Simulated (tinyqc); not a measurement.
Which input was changed? Model: three-phonon processes in a diatomic chain: dispersion, energy and momentum conservation, and decay channels of optical phonons. Computed by tinyqc, a small Python program. Command: `OMP_NUM_THREADS=1 python tinyqc.py 3121432 3121433 out.jsonl threeph which`. One thread of a shared host (Intel(R) Xeon(R) Processor @ 2.30GHz), about 0.01 s of CPU time with the checks.

Cell length a, two atoms, one spring constant. x = q a/pi runs from -1 to 1; A and O are the acoustic and optical branches. Matrix elements are not computed: only conservation laws and occupation factors are followed.

Inputs (values chosen for the exercise, for a model chain): light mass m = 12 u; heavy mass M = 38.3 u; spring constant k = 4.5 eV/angstrom^2.

Constants: nu for 1 eV/(angstrom^2 u) = 15.6333042 THz.

Method. omega^2 = k (1/m + 1/M) -/+ k sqrt((1/m + 1/M)^2 - 4 sin^2(pi x/2)/(m M)); nu = 15.6333042 THz x sqrt(omega^2) for eV/(angstrom^2 u). Acoustic top sqrt(2 k/M), optical bottom sqrt(2 k/m), optical top sqrt(2 k (1/m + 1/M)).

Question. One of these inputs alone was changed, within the range given: light mass m (6 to 24); heavy mass M (19.15 to 76.6); spring constant k (2.25 to 9). Which one, and to what value?

Results:

| run | optical top (THz) | optical top over twice the acoustic top |
|---|---|---|
| before | 15.51551 | 1.023678 |
| after | 17.99026 | 1.023678 |

Answer.

Each candidate set to reproduce optical top, and what it then gives:

| candidate | range searched | value needed | optical top over twice the acoustic top |
|---|---|---|---|
| light mass m (u) | 6 to 24 | 8.262 | 1.1870 |
| heavy mass M (u) | 19.15 to 76.6 | out of reach | - |
| spring constant k (eV/angstrom^2) | 2.25 to 9 | 6.050 | 1.0237 |

Only spring constant k fits every result: it went from 4.5 to 6.05 eV/angstrom^2. The next best candidate, light mass m, misses one result by 16 %.
